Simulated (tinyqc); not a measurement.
# One-dimensional ballistic tunnel FET, two-band WKB, step by step

Program tinyqc, `OMP_NUM_THREADS=1 python tinyqc.py 2620047 2620048 out.jsonl`; Intel Xeon 2.30GHz, shared host, one thread, about 0.01 s. Printed values are rounded.

A p-type source for x < 0 with its Fermi level at 0 and its valence edge at ds; in the channel the bands fall as D exp(-x/lam) towards their flat values, with the conduction edge at Ec = ds - dP and D = dP + Eg. The gate moves dP one to one. The drain Fermi level lies at -Vd and the drain side reflects nothing. For w = E - Ec between 0 and dP an electron crosses the gap. Two-band dispersion with equal masses m: inside the gap kappa = sqrt(m u (1 - u/Eg)/C), u the distance from a band edge, C = hbar^2/(2 m0).

Inputs (values chosen for the exercise); band and dielectric values close to those of germanium:
- T = 200 K (temperature)
- Eg = 0.654 eV (band gap)
- m = 0.04 m0 (band-edge mass of the two-band model)
- lam = 5 nm (screening length of the source junction)
- ds = 0.06 eV (source valence edge above the source Fermi level)
- Vd = 0.1 V (drain bias)
- g = 1 (number of degenerate subbands (spin apart))
- dP = 0.32 eV (tunnelling window Ev(source) - Ec(channel))
- w0 = 0.28 eV (energy above the channel conduction edge)
- nc = 9 (cells of the path)
- nE = 9 (points of the energy grid)

Constants: q = 1.602176634e-19 C, kB = 1.380649e-23 J/K, hbar = 1.054571817e-34 J s, h = 6.62607015e-34 J s, m0 = 9.1093837015e-31 kg, Vt = kB T/q, hbar^2/(2 m0) = 0.0380998212 eV nm^2. Results are converted to the units shown.

Range of the model: The two-band model describes a direct gap; phonon-assisted tunnelling across an indirect gap is left out.

## The path through the gap by the midpoint rule

At w = w0 the path runs from xa = lam ln(D/(w + Eg)) to xb = lam ln(D/w); u(x) = w + Eg - D exp(-x/lam) is the height above the valence edge. Cut it into nc equal cells: S = 2 (cell width) times the sum of kappa at the centres.

xa = 0.2096743 nm
xb = 6.233109 nm

```
cell    x (nm)     u (eV)  kappa (1/nm)
0     0.544310  0.0604640     0.2400222
1     1.213580  0.1699026     0.3633674
2     1.882850  0.2656305     0.4069501
3     2.552121  0.3493654     0.4133417
4     3.221391  0.4226097     0.3962068
5     3.890662  0.4866779     0.3615573
6     4.559932  0.5427194     0.3113702
7     5.229203  0.5917400     0.2431923
8     5.898473  0.6346191     0.1405151
```

S = 3.850344

## The exponent in closed form

S(w) = 2 lam int_0^Eg kappa(u) du/(w + Eg - u) = 2 pi lam sqrt(m/(C Eg)) [w + Eg/2 - sqrt(w (w + Eg))], T(w) = exp(-S). The common triangular estimate is S = (4/3) lam sqrt(m/C) Eg^1.5/(dP + Eg) for all w.

S(w0) = 3.805675
T(w0) = 0.02224419
triangular S = 3.709240

The midpoint value is 1.2 % above the closed form, and the triangular estimate 2.5 % below it.

## Current on a coarse grid

S(w) = 2 lam int_0^Eg kappa(u) du/(w + Eg - u) = 2 pi lam sqrt(m/(C Eg)) [w + Eg/2 - sqrt(w (w + Eg))], T(w) = exp(-S). I = g (2 q^2/h) int_0^dP T(w) [f(E) - f(E + Vd)] dw, E = ds - dP + w, f(x) = 1/(1 + exp(x/Vt)). Simpson's rule on nE equally spaced points.

```
point     w (eV)         T(w)  difference of the f
0      0.0000000  2.224469e-6          9.264524e-5
1      0.0400000  3.435277e-4          9.427729e-4
2      0.0800000  0.001423151          0.009519093
3      0.1200000  0.003476706           0.08910996
4      0.1600000  0.006605830            0.4969884
5      0.2000000   0.01081785            0.8807461
6      0.2400000   0.01605983            0.7518666
7      0.2800000   0.02224419            0.2376396
8      0.3200000   0.02926652           0.02975448
```

I = 0.09515658 uA

A converged quadrature gives 0.09633 uA; this grid is 1.2 % below that.
